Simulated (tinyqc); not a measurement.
# Which input was changed?

Model: harmonic transition-state theory with quantum, tunnelling and friction corrections. Computed by tinyqc, a small Python program. Command: `OMP_NUM_THREADS=1 python tinyqc.py 3031320 3031321 out.jsonl rates which`. One thread of a shared host (Intel(R) Xeon(R) Processor @ 2.30GHz), about 0.2 s of CPU time with the checks.

One atom hops between equivalent sites; three modes at the minimum and two real modes at the saddle are treated as harmonic, the rest of the crystal as unchanged; melting is ignored, so hot rows may lie above the melting point.

Inputs (values chosen for the exercise, modelled on interstitial carbon in iron): barrier E_b = 0.879 eV; imaginary frequency at the saddle nu_b = 13.2 THz; temperature T = 530 K; jump length d = 1.43 angstrom; number of jump directions z = 4.

Lattice of sites: three-dimensional.

frequencies at the minimum (THz): [14.8, 19.4, 20.2]

real frequencies at the saddle (THz): [15.5, 16.2]

Constants: k_B = 8.617333262e-05 eV/K; h x 1 THz = 4.135667696 meV.

Method:
- Vineyard: nu* = product of minimum frequencies / product of real saddle frequencies; k_cl = nu* exp(-E_b/(k_B T)).
- Activation entropy S = k_B ln(nu* h/(k_B T)); for uncorrelated jumps D = z k d^2/6 and D0 = z nu* d^2/6; 1 angstrom^2 = 1e-16 cm^2.
- Quantum harmonic: k_q = (k_B T/h) [prod 2 sinh(x_i/2) (minimum) / prod 2 sinh(x_j/2) (saddle)] exp(-E_b/(k_B T)), x = h nu/(k_B T).
- Zero-point correction to the barrier = (h/2)(sum of saddle frequencies - sum of minimum frequencies).
- With u = h nu_b/(k_B T): Wigner factor 1 + u^2/24; parabolic barrier (Bell) (u/2)/sin(u/2), valid above T_c = h nu_b/(2 pi k_B); symmetric Eckart barrier: kappa = int_0^infinity P(E) exp(-(E - E_b)/(k_B T)) dE/(k_B T), P = (cosh 2a - 1)/(cosh 2a + cosh 2d), a = alpha sqrt(E/E_b), alpha = 2 pi E_b/(h nu_b), 2d = 2 sqrt(alpha^2 - pi^2/4).

Task: One of these inputs alone was changed, within the range given: barrier E_b (0.4395 to 1.758); imaginary frequency at the saddle nu_b (6.6 to 26.4); temperature T (265 to 1060); jump length d (0.715 to 2.86). Which one, and to what value?

Results:
```
run     classical diffusivity D (cm^2/s)  quantum harmonic rate k_q (1/s)  crossover temperature T_c (K)
before                      1.379508e-11                         119464.8                       100.8247
after                       7.126897e-11                         617186.1                       100.8247
```

Result:

Each candidate set to reproduce classical diffusivity D, and what it then gives:
```
candidate                                      range searched  value needed  quantum harmonic rate k_q (1/s)  crossover temperature T_c (K)
barrier E_b (eV)                              0.4395 to 1.758        0.8040                       6.1719e+05                         100.82
imaginary frequency at the saddle nu_b (THz)      6.6 to 26.4     no effect                                -                              -
temperature T (K)                                 265 to 1060         579.4                       6.0107e+05                         100.82
jump length d (angstrom)                        0.715 to 2.86  out of reach                                -                              -
```

Only barrier E_b fits every result: it went from 0.879 to 0.804 eV. The next best candidate, temperature T, misses one result by 2.6 %.

Caution: h nu exceeds k_B T, so zero-point and tunnelling corrections to the classical rate matter.
